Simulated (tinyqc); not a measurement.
Space-charge-limited current with shallow traps: two steps of the calculation.

One carrier type, drift only, an injecting contact at x = 0 (zero field) and thickness L. The share th = y/(1 + y), y = (Nc/Nt) exp(-Et/kB T), of the injected charge is free: J = q mu n F, eps0 eps_r dF/dx = q (n - n0)/th.

Values chosen for this exercise:
- T = 350 K (temperature)
- eps_r = 14.5 (relative permittivity)
- mu = 0.24 cm^2/(V s) (mobility)
- L = 430 nm (thickness)
- Nc = 9.7e20 cm^-3 (band density of states)
- Nt = 1.5e18 cm^-3 (trap density)
- Et = 0.45 eV (trap depth)
- n0 = 1.1e12 cm^-3 (free carrier density in equilibrium)
- V = 3.8 V (voltage)

Constants: q = 1.602176634e-19 C, kB = 1.380649e-23 J/K, Vt = kB T/q, eps0 = 8.8541878128e-14 F/cm where lengths are in cm. Results are converted to the units shown.

Problem 1. Limits and characteristic voltages. Ohmic J = q n0 mu V/L; Mott-Gurney J = (9/8) th eps0 eps_r mu V^2/L^3; they cross at Vx = 8 q n0 L^2/(9 th eps0 eps_r); traps fill at V_TFL = q Nt L^2/(2 eps0 eps_r).

Wanted: th; ohmic J; Mott-Gurney J; Vx; V_TFL.

Solution 1.

th = 2.142e-4
ohmic J = 0.003738 A/cm^2
Mott-Gurney J = 0.01349 A/cm^2
Vx = 1.053 V
V_TFL = 173.1 V

Problem 2. The exact current. Exact: with u = n0/n(L), w = -u - ln(1 - u) and v = -u - u^2/2 - ln(1 - u), V = (q n0 L^2/(th eps0 eps_r)) v/w^2 and J = q^2 n0^2 mu L/(th eps0 eps_r w). v/w^2 falls steadily with u, so u follows by bisection.

Give: v/w^2; u; w; J; exit field over V/L.

Solution 2.

v/w^2 = 3.207
u = 0.3316
w = 0.07126
J = 0.01635 A/cm^2
exit field over V/L = 1.451

J is 5.1 % below the plain sum of the two limits; the exit field lies between the ohmic 1 and the Mott-Gurney 1.5.

Range of the model: Diffusion and a field-dependent mobility are left out. With injecting contacts the diffusion current, about 4 pi^2 Vt th eps0 eps_r mu V/L^3, equals the Mott-Gurney current at V = 35 kB T/q (0.9 V at 300 K), so the drift-only result needs V well above that.

Computed by the program tinyqc: `OMP_NUM_THREADS=1 python tinyqc.py 2370009 2370010 out.jsonl`, one thread of a shared Intel Xeon 2.30GHz, about 0.01 s for the whole run.
